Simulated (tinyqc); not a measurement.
# Fully depleted semiconductor-on-insulator film with two gates, non-linear Poisson equation by Newton steps: what changes with what

One dimension across the film, front interface at x = 0, back interface at x = ts. psi is counted from the intrinsic level, n = ni exp(psi/Vt) (source grounded), holes neglected, acceptors ionised. Gates act through Cox = eps0 eox/tox and Cbox = 3.9 eps0/tb with potentials G1 = Vg - (phiM - chi - Vt ln(Nc/ni)) and G2 = Vb - (phiB - chi - Vt ln(Nc/ni)). Classical Boltzmann densities, no interface charge, no depletion in the back plane.

Inputs (values chosen for the exercise); band and dielectric values close to those of silicon:

| symbol | value | unit | meaning |
|---|---|---|---|
| T | 250 | K | temperature |
| Eg | 1.1 | eV | band gap |
| eps_r | 11.6 |  | relative permittivity |
| Nc | 2.1e19 | cm^-3 | conduction-band density of states at T |
| Nv | 2.02e19 | cm^-3 | valence-band density of states at T |
| chi | 4.01 | eV | electron affinity |
| eox | 3.9 |  | relative permittivity of the gate insulator (close to silicon dioxide) |
| tox | 4 | nm | insulator thickness |
| ts | 17 | nm | film thickness |
| tb | 75 | nm | buried-oxide thickness (eps_r 3.9) |
| Na | 9.1e16 | cm^-3 | acceptor density of the film |
| phiM | 4.68 | eV | work function of the front gate |
| phiB | 5.06 | eV | work function of the back plane |
| Vb | 0 | V | back-gate voltage |

Constants: q = 1.602176634e-19 C, kB = 1.380649e-23 J/K, Vt = kB T/q, eps0 = 8.8541878128e-14 F/cm where lengths are in cm. Results are converted to the units shown.

Each table varies one quantity; the others keep the values above.

## Charge against front-gate voltage

ni = sqrt(Nc Nv) exp(-Eg/(2 Vt)), Eg in volts. The Poisson equation eps0 eps_r d2psi/dx2 = q (n + Na), with -eps0 eps_r dpsi/dx = Cox (G1 - psi) at x = 0 and eps0 eps_r dpsi/dx = Cbox (G2 - psi) at x = ts, is solved on 300 equal intervals with half boxes at both ends; N_inv is the trapezoid sum of n. Swing = ln 10/(d ln N_inv/dVg); the last column is (dN_inv/dVb)/(dN_inv/dVg).

Results:

| Vg (V) | psi front (V) | psi back (V) | N_inv (cm^-2) | centroid/ts | swing (mV/decade) | q dN_inv/dVg over Cox | back/front leverage |
|---|---|---|---|---|---|---|---|
| 0.27 | 0.0933 | 0.0323 | 6.31e3 | 0.280 | 53.1 | 5.07e-8 | 0.0708 |
| 0.42 | 0.236 | 0.165 | 4.23e6 | 0.253 | 53.0 | 3.41e-5 | 0.0687 |
| 0.57 | 0.379 | 0.297 | 2.80e9 | 0.230 | 54.3 | 0.0220 | 0.0669 |
| 0.72 | 0.481 | 0.382 | 2.34e11 | 0.189 | 164 | 0.610 | 0.0624 |
| 0.87 | 0.519 | 0.398 | 8.34e11 | 0.144 | 433 | 0.823 | 0.0580 |
| 1.02 | 0.540 | 0.403 | 1.53e12 | 0.117 | 737 | 0.887 | 0.0559 |
| 1.32 | 0.565 | 0.407 | 3.01e12 | 0.0859 | 1.37e3 | 0.935 | 0.0539 |
| 1.47 | 0.574 | 0.408 | 3.77e12 | 0.0764 | 1.70e3 | 0.947 | 0.0534 |

Estimate the missing row, Vg = 1.17 V.

Computed row:

| Vg (V) | psi front (V) | psi back (V) | N_inv (cm^-2) | centroid/ts | swing (mV/decade) | q dN_inv/dVg over Cox | back/front leverage |
|---|---|---|---|---|---|---|---|
| 1.17 | 0.554 | 0.406 | 2.26e12 | 0.0986 | 1.05e3 | 0.917 | 0.0547 |

With this row back in the table: N_inv passes 1e11 cm^-2 at Vg = 0.673 V. The swing starts at 53.1 mV a decade, against (1 + k) Vt ln 10 = 52.1 for a front channel with k = Cs Cbox/(Cox (Cs + Cbox)) = 0.0496, Cs = eps0 eps_r/ts; above threshold this column is no longer a subthreshold swing. The centroid falls from 0.280 to 0.0764 of ts and the leverage of the back gate falls from 0.0708 to 0.0534. For Vg = 1.02, 1.17, 1.32, 1.47 the density at an interface exceeds 0.3 Nc, where Boltzmann statistics fail. For Vg = 0.87, 1.02, 1.17, 1.32, 1.47 the classical centroid lies within 3 nm of an interface, where confinement, left out, would push it away.

## Threshold and coupling against the acceptor density of the film

VT is the Vg for N_inv = 1e11 cm^-2; -dVT/dVb from the linearised equation. Limits with Cs = eps0 eps_r/ts: front channel Cs Cbox/(Cox (Cs + Cbox)), back channel Cbox (Cox + Cs)/(Cox Cs). Swing at N_inv = 1e8 cm^-2.

The same in every row: front-channel limit = 0.0496; back-channel limit = 0.130.

Results:

| Na (cm^-3) | VT (V) | centroid/ts at VT | -dVT/dVb | swing (mV/decade) |
|---|---|---|---|---|
| 1e15 | 0.638 | 0.254 | 0.0677 | 53.3 |
| 3e15 | 0.639 | 0.253 | 0.0676 | 53.2 |
| 9e15 | 0.641 | 0.250 | 0.0674 | 53.2 |
| 3e16 | 0.649 | 0.238 | 0.0665 | 53.2 |
| 8e16 | 0.669 | 0.211 | 0.0647 | 53.0 |
| 2e17 | 0.713 | 0.159 | 0.0610 | 52.8 |
| 2e18 | 1.30 | 0.0238 | 0.0513 | 52.2 |

Estimate the missing row, Na = 7e17 cm^-3.

Computed row:

| Na (cm^-3) | VT (V) | centroid/ts at VT | -dVT/dVb | swing (mV/decade) |
|---|---|---|---|---|
| 7e17 | 0.885 | 0.0642 | 0.0543 | 52.4 |

With this row back in the table: As Na goes from 1e15 to 2e18, VT rises from 0.638 to 1.30 V, the centroid falls from 0.254 to 0.0238 of ts and -dVT/dVb falls from 0.0677 to 0.0513. The coupling covers 22.7 % of the way from the front-channel to the back-channel limit in the first row and 2.20 % in the last.

Numbers from tinyqc (`OMP_NUM_THREADS=1 python tinyqc.py 2190073 2190074 out.jsonl`; about 0.4 s on one thread of a shared Intel Xeon 2.30GHz).
